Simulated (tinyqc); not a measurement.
As the film thickens, and with more bath resistance: electroplating on a thin resistive seed layer: kinetics, Wagner number and the terminal effect across a wafer. Computed by tinyqc, a small Python program. Command: `OMP_NUM_THREADS=1 python tinyqc.py 3121226 3121227 out.jsonl terminal walk`. One thread of a shared host (Intel(R) Xeon(R) Processor @ 2.30GHz), about 0.03 s of CPU time with the checks.

Current enters the seed at the rim. The bath is treated as a local resistance per area (no lateral flow in the liquid), two electrons per ion, molar volume 7.11 cm^3/mol, Faraday constant F = e N_A, kinematic viscosity 0.01 cm^2/s, omega = 2 pi x rpm/60; k_B T/e is in volts.

Inputs (values chosen for the exercise, of the order of those for copper plating from an acid sulfate bath):
```
quantity                               value         unit
wafer radius R                            10           cm
seed thickness t                          10           nm
seed resistivity                          16  microohm cm
bath conductivity kappa                 0.35         S/cm
gap to the anode h                         5           cm
extra resistance of a porous plate        42     ohm cm^2
exchange current density i_0            0.64      mA/cm^2
cathodic transfer coefficient alpha     0.64            -
mean current density                     2.7      mA/cm^2
diffusivity of the metal ion         5.3e-06       cm^2/s
metal ion concentration                 0.85        mol/L
rotation rate                            100          rpm
temperature T                            298            K
```

Constants: e = 1.602176634e-19 C; N_A = 6.02214076e+23 1/mol; k_B = 8.617333262e-05 eV/K.

Method:
- Growth rate = i V_m/(2 F). Levich limit i_L = 0.62 x 2 F D^(2/3) omega^(1/2) nu^(-1/6) c. Tafel overpotential eta = (k_B T/(alpha e)) ln(i/i_0); kinetic resistance k_B T/(alpha e i); bath resistance h/kappa + plate; R_s = resistivity/t; Wagner number = kinetic resistance x kappa/R.
- Full model: seed potential phi(r) with (1/r)(r phi')' = R_s i, where i solves phi = R_b i + (k_B T/(alpha e)) ln(i/i_0) (phi being the driving voltage left at r); phi'(0) = 0 and phi'(R) = R_s i_mean R/2. Solved by collocation to a tolerance of 1e-7.
- The film is taken as uniform, with the seed resistivity; the last column adds 100 ohm cm^2 to R_b. Extra power of that plate = i^2 x 100 ohm cm^2 x area.

sheet resistance R_s = 16 ohm/square

bath resistance R_b = 56.2857 ohm cm^2

Edge over centre:
```
thickness (nm)  R_s (ohm/square)  as given  with 100 ohm cm^2 more
10                        16.000    15.461                  4.9548
15                        10.667     8.607                  3.2396
20                         8.000     5.948                  2.5413
30                         5.333     3.804                  1.9400
50                         3.200     2.452                  1.5240
100                        1.600     1.643                  1.2476
200                        0.800     1.301                  1.1203
```

extra power = 0.22902 W

The ratio falls below 1.1 in none of these rows as given, and in none of these rows with the added resistance: what counts is R_s R^2 against the sum of kinetic and bath resistance.
